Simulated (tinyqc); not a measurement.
What moves the results: ellipsoidal valleys in the axes of a wafer and a channel. A value that a table varies takes the place of the one given here.

Valleys with axes a along x, y and z, one whole valley each; inverse mass tensor w = 1/mt + (1/ml - 1/mt) a a. Device axes: z = nz/|nz|, x = nx/|nx|, y = z cross x; in them a = (ax, ay, az). Confinement mass mz = 1/w_zz. In the plane w_ij is replaced by u_ij = w_ij - w_iz w_jz/w_zz (i, j = x, y); density-of-states mass md = 1/sqrt(det u); conductivity mass along x mc = 1/u_xx; ballistic transport mass mx = u_yy/det u, width mass my = 1/u_yy.

Hard walls: E_n = c (n pi/t)^2/mz, c = hbar^2/2m0, n = 1, 2, 3. Non-degenerate share of a valley proportional to md sum_n exp(-E_n/kT); mean 1/mc = sum of share/mc. 1 nm = 10 angstrom.

Constants: hbar^2/2m0 = 3.80998211 eV angstrom^2; kB = 8.617333262e-05 eV/K.

Inputs chosen for the exercise (near those of the X valleys of AlAs; not measured data): ml = 1.073 m0 (longitudinal mass); mt = 0.207 m0 (transverse mass); t = 7.3 nm (thickness of the film); T = 300 K (temperature); nz = (0, 0, 1) (surface normal (confinement)); nx = (1, 1, 0) (channel direction).

## Wafer and channel orientation

For each face/channel: the lowest ladder (mz, number of valleys, md, E1, share) and the mean conductivity mass over all valleys.

Results:

| face/channel | mz | valleys | md | E1 (meV) | share | mean mc |
|---|---|---|---|---|---|---|
| (111)/[11-2] | 0.283 | 3 | 0.403 | 24.9 | 1.000 | 0.3276 |
| (100)/[011] | 1.073 | 1 | 0.207 | 6.6 | 0.499 | 0.2594 |
| (110)/[1-11] | 0.347 | 2 | 0.364 | 20.3 | 0.739 | 0.3470 |
| (110)/[1-10] | 0.347 | 2 | 0.364 | 20.3 | 0.739 | 0.4139 |
| (112)/[11-1] | 0.448 | 1 | 0.320 | 15.7 | 0.413 | 0.3587 |
| (110)/[001] | 0.347 | 2 | 0.364 | 20.3 | 0.739 | 0.2623 |
| (111)/[1-10] | 0.283 | 3 | 0.403 | 24.9 | 1.000 | 0.3276 |

The mean conductivity mass is lowest, 0.2594, for (100)/[011] and highest, 0.4139, for (110)/[1-10]; the bulk value is 0.2832. The confinement energy is lowest on the face with the heaviest mz ((100), 7 meV). The density of states of the lowest ladder, valleys times md, runs between 0.207 and 1.209; a small value limits the charge through the quantum capacitance.

## Thickness of the film

Share of the lowest ladder and mean conductivity mass.

Results:

| t (nm) | lowest E1 (meV) | spread of E1 (meV) | share of the lowest ladder | mean mc |
|---|---|---|---|---|
| 2.0 | 87.6 | 366.5 | 1.000 | 0.2070 |
| 3.0 | 38.9 | 162.9 | 0.992 | 0.2077 |
| 4.0 | 21.9 | 91.6 | 0.891 | 0.2165 |
| 5.0 | 14.0 | 58.6 | 0.720 | 0.2334 |
| 7.0 | 7.2 | 29.9 | 0.516 | 0.2573 |
| 10.0 | 3.5 | 14.7 | 0.408 | 0.2719 |
| 14.0 | 1.8 | 7.5 | 0.334 | 0.2831 |

The spread falls as 1/t^2 and passes kT = 25.9 meV between t = 7 and 10 nm; the share of the lowest ladder goes from 1.000 to 0.334 and the mean mass goes from 0.2070 to 0.2831, against 0.2832 for equal shares, the limit of a thick film (the bulk value 3/(1/ml + 2/mt) is 0.2832). Three subbands a valley become too few once E3 nears kT.

## What each parameter does

Lowest E1, its share and the mean conductivity mass. Each row changes one parameter from the base and keeps the others.

Results:

| case | lowest E1 (meV) | share | mean mc (m0) |
|---|---|---|---|
| base | 6.58 | 0.4993 | 0.2594 |
| ml = 1.18 m0 | 5.98 | 0.5024 | 0.2604 |
| mt = 0.228 m0 | 6.58 | 0.4790 | 0.2868 |
| t = 8.03 nm | 5.43 | 0.4669 | 0.2637 |
| T = 270 K | 6.58 | 0.5203 | 0.2567 |

The largest shifts from the base row, up to three for each result and ties (the steps differ in size, so this ranks the rows, not the parameters). lowest E1 (meV): t -1.14, ml -0.60; unchanged at the printed digits by mt and T. share: t -0.0324, T +0.0209, mt -0.0203. mean mc (m0): mt +0.0274, t +0.0043, T -0.0027.

Program tinyqc; command `OMP_NUM_THREADS=1 python tinyqc.py 1880454 1880455 out.jsonl`; about 0.01 s on one thread of a shared Intel(R) Xeon(R) Processor @ 2.30GHz.
